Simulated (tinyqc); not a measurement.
Ballistic Schottky-barrier transistor with a one-dimensional channel, WKB contacts: two steps of the calculation.

Source Fermi level 0, drain Fermi level -Vd. Far from the contacts Ec = pn - psi, and the gate moves psi one to one; the band edges relax as exp(-x/lam) from pn at the source and pn - Vd at the drain; Ev = Ec - Eg. A carrier of energy w inside the channel band meets at a contact a barrier of height D (the contact edge beyond the channel edge): T = 1 for w >= D, else exp(-S), S = 4 lam sqrt(m/C) [sqrt(D - w) - sqrt(w) arctan sqrt((D - w)/w)], C = hbar^2/(2 m0). The two contacts combine as Ts Td/(Ts + Td - Ts Td).

Parameters, values chosen for the exercise; channel values close to those of a germanium nanowire:
- T = 350 K (temperature)
- pn = 0.52 eV (barrier for electrons at both contacts)
- mn = 0.12 m0 (electron mass)
- g = 2 (valleys or subbands)
- lam = 2.5 nm (screening length at the contacts)
- Vd = 0.05 V (drain bias)
- ps = 0.35 V (band shift psi of the channel by the gate)
- w0 = 0.23 eV (energy of one carrier inside the channel band)
- wm = 0.56 eV (upper end of the grid)
- nE = 15 (points of the grid)

Constants: q = 1.602176634e-19 C, kB = 1.380649e-23 J/K, hbar = 1.054571817e-34 J s, h = 6.62607015e-34 J s, m0 = 9.1093837015e-31 kg, Vt = kB T/q, hbar^2/(2 m0) = 0.0380998212 eV nm^2. Results are converted to the units shown.

Task 1. Transmission of one of the electrons. S and T at both contacts for w = w0, and the tunnelling distance lam ln(D/w) at the higher barrier.

D for electrons (eV): source 0.35000000, drain 0.30000000

Find: S at the source; S at the drain; combined T; tunnelling distance.

Result 1.

S at the source = 0.8236
S at the drain = 0.4047
combined T = 0.3600
tunnelling distance = 1.050 nm

Task 2. Current of the electrons on a coarse grid. I = g (2 q^2/h) int T(w) [f(Es + w) - f(Ed + w)] dw, f(y) = 1/(1 + exp(y/Vt)). Electrons: Ds = psi, Dd = psi - Vd, Es = Ec, Ed = Ec + Vd. Holes: Ds = -psi, Dd = Vd - psi, Es = -Ev, Ed = -Ev - Vd. The size of each current is taken; both flow from drain to source and add. Simpson's rule on nE equally spaced w from 0 to wm.

Wanted: w; Ts; Td; T; size of the supply difference; current.

Result 2.

```
point,w (eV),Ts,Td,T,size of the supply difference
0,0.00000,2.7554e-5,6.0038e-5,1.8887e-5,0.0028738
1,0.04000,0.0039667,0.0082246,0.0026832,7.6529e-4
2,0.08000,0.021514,0.042292,0.014466,2.0334e-4
3,0.12000,0.067203,0.12467,0.045660,5.3993e-5
4,0.16000,0.15633,0.27206,0.11023,1.4335e-5
5,0.20000,0.29856,0.48325,0.22631,3.8055e-6
6,0.24000,0.49072,0.72902,0.41502,1.0103e-6
7,0.28000,0.71079,0.94429,0.68218,2.6821e-7
8,0.32000,0.91302,1.0000,0.91302,7.1202e-8
9,0.36000,1.0000,1.0000,1.0000,1.8903e-8
10,0.40000,1.0000,1.0000,1.0000,5.0182e-9
11,0.44000,1.0000,1.0000,1.0000,1.3322e-9
12,0.48000,1.0000,1.0000,1.0000,3.5367e-10
13,0.52000,1.0000,1.0000,1.0000,9.3891e-11
14,0.56000,1.0000,1.0000,1.0000,2.4926e-11
```

current = 6.6964e-5 uA

Range of the model: No scattering, image-force lowering, channel charge or band-to-band tunnelling; parabolic kappa overstates S deep in the gap.

Computed by the program tinyqc: `OMP_NUM_THREADS=1 python tinyqc.py 2390126 2390127 out.jsonl`, one thread of a shared Intel Xeon 2.30GHz, about 0.09 s for the whole run.
